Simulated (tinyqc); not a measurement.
Linear model of a band gap against the share of exact exchange: one step. Fixed shares. Five cases, with inputs chosen for the exercise.

Task: Gap, error against the target and eps for alpha = 0, 0.25 and 1/e0; and the alpha that meets the target, (Et - E0)/S.

E(alpha) = E0 + S alpha. A wider gap screens less, modelled in the Penn form eps(alpha) = 1 + (e0 - 1)(EP/(EP + S alpha))^2 with a scale EP chosen for the exercise. A dielectric-dependent hybrid takes alpha = 1/eps.

Give: a table of alpha, E (eV), E - Et (eV), eps; alpha for the target.

Case 1.

Values chosen (of the order of those of SiC; the results hold for these values, not for the real material): E0 = 2.24 eV (gap of the semi-local functional); S = 6.01 eV (slope dE/d(alpha)); e0 = 7.26 (optical dielectric constant at alpha = 0); EP = 19.5 eV (energy scale of the screening); Et = 3.22 eV (target gap).

Result:

Results:

| alpha | E (eV) | E - Et (eV) | eps |
|---|---|---|---|
| 0.0000 | 2.240 | -0.980 | 7.260 |
| 0.2500 | 3.743 | 0.522 | 6.396 |
| 0.1377 | 3.068 | -0.152 | 6.761 |

alpha for the target = 0.1631

A quarter of exact exchange overshoots the target by 0.52 eV: the material needs 0.163, and 1/e0 = 0.138 lies closer to it than 0.25 does.

Case 2.

Values chosen (of the order of those of TiO2; the results hold for these values, not for the real material): E0 = 1.88 eV (gap of the semi-local functional); S = 9.2 eV (slope dE/d(alpha)); e0 = 8.47 (optical dielectric constant at alpha = 0); EP = 12 eV (energy scale of the screening); Et = 3.28 eV (target gap).

Result:

Results:

| alpha | E (eV) | E - Et (eV) | eps |
|---|---|---|---|
| 0.0000 | 1.880 | -1.400 | 8.470 |
| 0.2500 | 4.180 | 0.900 | 6.260 |
| 0.1181 | 2.966 | -0.314 | 7.281 |

alpha for the target = 0.1522

A quarter of exact exchange overshoots the target by 0.90 eV: the material needs 0.152, and 1/e0 = 0.118 lies closer to it than 0.25 does.

Case 3.

Values chosen (of the order of those of GaN; the results hold for these values, not for the real material): E0 = 1.93 eV (gap of the semi-local functional); S = 6.86 eV (slope dE/d(alpha)); e0 = 5.62 (optical dielectric constant at alpha = 0); EP = 19.9 eV (energy scale of the screening); Et = 3.53 eV (target gap).

Result:

Results:

| alpha | E (eV) | E - Et (eV) | eps |
|---|---|---|---|
| 0.0000 | 1.930 | -1.600 | 5.620 |
| 0.2500 | 3.645 | 0.115 | 4.916 |
| 0.1779 | 3.151 | -0.379 | 5.101 |

alpha for the target = 0.2332

A quarter of exact exchange overshoots the target by 0.12 eV: the material needs 0.233, and 1/e0 = 0.178 lies further from it than 0.25 does.

Case 4.

Values chosen (of the order of those of SiC; the results hold for these values, not for the real material): E0 = 2.18 eV (gap of the semi-local functional); S = 6.52 eV (slope dE/d(alpha)); e0 = 7.26 (optical dielectric constant at alpha = 0); EP = 19.4 eV (energy scale of the screening); Et = 3.29 eV (target gap).

Result:

Results:

| alpha | E (eV) | E - Et (eV) | eps |
|---|---|---|---|
| 0.0000 | 2.180 | -1.110 | 7.260 |
| 0.2500 | 3.810 | 0.520 | 6.327 |
| 0.1377 | 3.078 | -0.212 | 6.718 |

alpha for the target = 0.1702

A quarter of exact exchange overshoots the target by 0.52 eV: the material needs 0.170, and 1/e0 = 0.138 lies closer to it than 0.25 does.

Case 5.

Values chosen (of the order of those of Ge; the results hold for these values, not for the real material): E0 = 0.08 eV (gap of the semi-local functional); S = 4.96 eV (slope dE/d(alpha)); e0 = 17.76 (optical dielectric constant at alpha = 0); EP = 9.1 eV (energy scale of the screening); Et = 0.75 eV (target gap).

Result:

Results:

| alpha | E (eV) | E - Et (eV) | eps |
|---|---|---|---|
| 0.0000 | 0.080 | -0.670 | 17.760 |
| 0.2500 | 1.320 | 0.570 | 13.981 |
| 0.0563 | 0.359 | -0.391 | 16.777 |

alpha for the target = 0.1351

A quarter of exact exchange overshoots the target by 0.57 eV: the material needs 0.135, and 1/e0 = 0.056 lies closer to it than 0.25 does.

Computed by tinyqc, one run a case: `OMP_NUM_THREADS=1 python tinyqc.py N N+1 out.jsonl` with N = 1850369, 1850406, 1850431, 1850448, 1850530; one thread of a shared Intel(R) Xeon(R) Processor @ 2.30GHz, about 0.01 s a run at most.
